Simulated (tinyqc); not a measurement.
# Weibull slope from two areas

Inverse problem. Oxide breakdown times follow a Weibull law, F = 1 - exp(-(t/t63)^beta). For defects spread at random t63 goes as A^(-1/beta). Find beta and the time at which the share Fp of the area-A2 devices has failed, t63(A2) (-ln(1 - Fp))^(1/beta).

Values chosen for this exercise: area of a test capacitor A1 = 2600 um^2; gate area of the product A2 = 1.1e6 um^2; allowed share of failed products Fp = 1e-6.

t63 at the areas A1 and A2 (s): [25, 1.8030948]

Solution. beta = ln(A2/A1)/ln(t63(A1)/t63(A2)).

beta = 2.300
time to Fp = 0.004439 s

Numbers from tinyqc (`OMP_NUM_THREADS=1 python tinyqc.py 2070004 2070005 out.jsonl`; about 0.01 s on one thread of a shared Intel Xeon 2.30GHz).
